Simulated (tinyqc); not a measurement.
Threshold-voltage variability of a planar MOSFET, analytic estimates: two steps of the calculation.

Three independent sources add in quadrature: random dopants in the depleted layer, metal-gate grains of two orientations, and roughness of the two gate edges acting through the roll-off VT = VT(long) - Vr exp(-L/l). These are first-order estimates: no three-dimensional electrostatics, no percolation.

Values chosen for this exercise; material values close to those of silicon: gate length L = 20 nm; gate width W = 82 nm; metal grain size G = 5 nm; work-function difference of the two grain orientations dW = 0.2 eV; share of the orientation of higher work function p = 0.3; rms roughness of one gate edge De = 1.8 nm; correlation length of the roughness La = 30 nm; decay length of the threshold roll-off l = 4 nm; prefactor of the roll-off Vr = 2.8 V; number of cells Nb = 65536; wanted yield Y = 0.973.

Question 1. Metal grains and edge roughness. Grains: Ng = L W/G^2 (at least 1), s2 = dW sqrt(p (1 - p)/Ng). Edges, with exponential correlation and u = W/La: the mean gate length has sL^2 = 2 De^2 (2/u)[1 - (1 - exp(-u))/u]; s3 = sL (Vr/l) exp(-L/l).

Wanted: Ng; s2; sL; dVT/dL; s3.

Answer 1.

Ng = 65.60
s2 = 11.32 mV
sL = 1.766 nm
dVT/dL = 4.717 mV/nm
s3 = 8.330 mV

Question 2. Margin in standard deviations for the wanted yield. Cells fail independently with probability Q(k) = erfc(k/sqrt(2))/2 when the margin is k standard deviations, and Y = exp(-Nb Q(k)). phi = exp(-k^2/2)/sqrt(2 pi). Newton steps on ln Q(k) = ln(-ln(Y)/Nb): k(new) = k + [ln Q - ln(-ln(Y)/Nb)] Q/phi.

k after iteration 1 = 6.5952146

Wanted: Q(k); phi; k after iteration 2.

Answer 2.

Q(k) = 2.1232e-11
phi = 1.4312e-10
k after iteration 2 = 5.1284

Program tinyqc, `OMP_NUM_THREADS=1 python tinyqc.py 2090142 2090143 out.jsonl`; Intel Xeon 2.30GHz, shared host, one thread, about 0.02 s.
